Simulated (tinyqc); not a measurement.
From one set of inputs to another, one input at a time: scattering of inversion-layer electrons by surface optical phonons of the gate insulator (remote phonon scattering). Computed by tinyqc, a small Python program. Command: `OMP_NUM_THREADS=1 python tinyqc.py 3113277 3113278 out.jsonl sophonon ladder`. One thread of a shared host (Intel(R) Xeon(R) Processor @ 2.30GHz), about 0.04 s of CPU time with the checks.

One subband with the Fang-Howard envelope; insulator and channel are half-spaces, the gate is far away, and an interlayer only moves the polar surface away by t (its own modes and its permittivity contrast are left out).

The inputs printed are set A. Set A is modelled on HfO2 on silicon; the values taken over come from a set modelled on AlN on silicon. Inputs not listed in the table keep their values of set A, so the rows need not describe a real material.

Inputs (values chosen for the exercise, modelled on HfO2 on silicon): static constant of the insulator eps_0s = 22.6; intermediate constant eps_i = 6.64; optical constant eps_inf = 5.11; hbar omega_TO1 = 12.4 meV; hbar omega_TO2 = 48.6 meV; constant of the channel eps_s = 11.7; in-plane mass m = 0.197 m_0; valleys g_v = 2; sheet density n = 7.6e+12 1/cm^2; mean distance of the electrons z0 = 3/b = 1.5 nm; interlayer thickness t = 1.2 nm; temperature T = 300 K; electron energy E = 75 meV; mobility from other processes = 790 cm^2/(V s).

Screening by the channel electrons: static.

Constants: k_B = 8.617333262e-05 eV/K; hbar^2/(2 m_0) = 3.80998212 eV angstrom^2; e^2/(4 pi eps_0) = 14.39964548 eV angstrom; hbar = 6.582119569e-16 eV s; e = 1.602176634e-19 C; m_0 = 9.1093837015e-31 kg.

Method:
- eps(w) = eps_inf + (eps_0s - eps_i) w1^2/(w1^2 - w^2) + (eps_i - eps_inf) w2^2/(w2^2 - w^2). Surface modes solve eps(w) + eps_s = 0, a quadratic in w^2; the strength of a mode is g = 2/(w d eps/dw).
- Occupation N = 1/(exp(hbar w/(k_B T)) - 1).
- Density of states D = g_v m/(pi hbar^2); eta = E_F/(k_B T) = ln(exp(n/(D k_B T)) - 1); screening wave number q_s = e^2 D/(2 eps_0 eps_avg) x 1/(1 + exp(-eta)), eps_avg = (eps_s + eps_inf)/2; b = 3/z0.
- For a mode of strength g, without the occupation factor, Area x |M(q)|^2 = e^2 hbar w g/(2 eps_0 q) x (b/(b + q))^6 exp(-2 q t) / (1 + (q_s/q) H(q))^2, H = (1 + 9 x/8 + 3 x^2/8)/(1 + x)^3, x = q/b.
- Approximate momentum relaxation rate, taking tau v alike in the initial and final states: 1/tau = (m/(2 pi hbar^3)) sum over modes and over absorption (N, E' = E + hbar w) and emission (N + 1, E' = E - hbar w > 0) of [(1 - f(E'))/(1 - f(E))] int_0^(2 pi) Area |M(q)|^2 (1 - cos theta) d theta, q^2 = k^2 + k'^2 - 2 k k' cos theta, f the Fermi function; 48 midpoints in theta from 0 to pi.
- mu = (e/m) int tau E f (1 - f) dE/(k_B T int f dE), by 300 midpoints from 0 to (max(eta, 0) + 14) k_B T; Matthiessen sum with the other processes.

Each row keeps all changes above it:
```
input moved                                          from          to  remote-phonon mobility (cm^2/(V s))  tau at E (fs)  loss of mobility (%)
set A                                                   -           -                            5.639e+04      5.302e+03                 1.382
temperature T (K)                                     300         400                            5.059e+04      3.431e+03                 1.538
sheet density n (1/cm^2)                          7.6e+12     3.5e+12                            2.527e+04      2.016e+03                 3.032
mean distance of the electrons z0 = 3/b (nm)          1.5           2                            3.688e+04      2.946e+03                 2.097
hbar omega_TO1 (meV) and hbar omega_TO2 (meV)  12.4, 48.6  83.6, 87.8                            1.132e+06      1.962e+05                 0.070
in-plane mass m (m_0)                               0.197       0.192                            1.122e+06      1.893e+05                 0.070
```

Which inputs carry the difference?

Remote-phonon mobility goes from 56400 to 1.12e6, a factor 19.9 in all. The largest single move comes from hbar omega_TO1 with hbar omega_TO2 (a factor 30.7), and sheet density n works against it (a factor 0.499). tau at E goes from 5300 to 189000, a factor 35.7 in all. The largest single move comes from hbar omega_TO1 with hbar omega_TO2 (a factor 66.6), and sheet density n works against it (a factor 0.588). Loss of mobility goes from 1.38 to 0.0704, a factor 0.0509 in all. The largest single move comes from hbar omega_TO1 with hbar omega_TO2 (a factor 0.0333), and sheet density n works against it (a factor 1.97). The single moves hold for this order of the switches; the total does not depend on the order.

Caution (all rows): a relaxation time is only an approximation for inelastic scattering, and static or no screening brackets the true dynamic screening only roughly.

Extremes, crossings and ranges named in words are read from the listed rows.
